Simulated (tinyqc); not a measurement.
Worked calculation: plane-wave Kohn-Sham cycle with exchange-only LDA in a layered model solid. One step of it, computed by the program tinyqc.

Question. Iteration 1: Hamiltonian at one k. H(m,m') = (k + G_m)^2/2 delta + V(G_m - G_m'), with V(-G) = V(G).

A solid whose potential varies along x alone (atomic units):
```
parameter                      value
period a                    4.800000
cross-section of the cell  15.000000
electrons per cell                 2
grid points                       16
plane waves -n..n, n               2
k points                           1
V1 in V1 cos(2 pi x/a)     -0.210000
V2 in V2 cos(4 pi x/a)      0.150000
```

V(G_m), m = 0, 1, 2, ... (hartree): [-0.298233, -0.105000, 0.075000, 0.000000, 0.000000]

k = 0.000000 2 pi / a

Give: H.

Answer.

H (hartree), order -2, -1, +0, +1, +2:
```
[[3.1287, -0.1050, 0.0750, 0.0000, 0.0000],
 [-0.1050, 0.5585, -0.1050, 0.0750, 0.0000],
 [0.0750, -0.1050, -0.2982, -0.1050, 0.0750],
 [0.0000, 0.0750, -0.1050, 0.5585, -0.1050],
 [0.0000, 0.0000, 0.0750, -0.1050, 3.1287]]
```
